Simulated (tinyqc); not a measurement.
Six-transistor SRAM cell, nodal equations and margins: one step of the calculation.

Two cross-coupled inverters (pull-down bn, pull-up bp) hold the nodes Q and QB; access transistors (ba, threshold VTn, gate on the word line at Vdd when selected) join them to the bit lines. Transistor (EKV form, voltages against the body): I = 2 n b Vt^2 [F(vp - Vs) - F(vp - Vd)] from drain to source, F(v) = ln^2(1 + exp(v/(2 Vt))), vp = (Vg - VT + sg |Vd - Vs|)/n. n-channel bodies are at 0; for the p-channel device all voltages are counted down from Vdd. b in uA/V^2 gives I in uA. For an access transistor the bit line is the drain and the node the source. In a read both bit lines are at Vdd. The cell is symmetric (no mismatch).

Task. Node voltages in a read by Newton steps. F1 = In(gate QB, drain Q) - Ip(gate QB, drain Q) - Ia(bit line, Q), F2 the same with Q and QB exchanged; J by central differences with +/- 1e-6 V; solve J d = -F, limit each component to +/- 0.15 V and add.

Inputs (values chosen for the exercise):
- T = 300 K (temperature)
- Vdd = 0.9 V (supply voltage)
- n = 1.15 (slope factor)
- sg = 0.117 (drain-induced barrier lowering)
- VTn = 0.33 V (n-channel threshold)
- VTp = 0.39 V (p-channel threshold (magnitude))
- bn = 250 uA/V^2 (gain factor of the pull-down transistor)
- ba = 100 uA/V^2 (gain factor of the access transistor)
- bp = 69 uA/V^2 (gain factor of the pull-up transistor)

Constants: q = 1.602176634e-19 C, kB = 1.380649e-23 J/K, Vt = kB T/q. Results are converted to the units shown.

(Q, QB) after iteration 1 (V): Q 0.09141665, QB 0.89997749

Wanted: F1, F2; J; (Q, QB) after iteration 2.

Result.

F1, F2 (uA): -1.542  0.003

J (uS):
```
        Q    QB
F1  183.2  22.9
F2    0.1  28.9
```

(Q, QB) after iteration 2 (V): Q 0.0999, QB 0.8998

Numbers from tinyqc (`OMP_NUM_THREADS=1 python tinyqc.py 2340019 2340020 out.jsonl`; about 0.1 s on one thread of a shared Intel Xeon 2.30GHz).
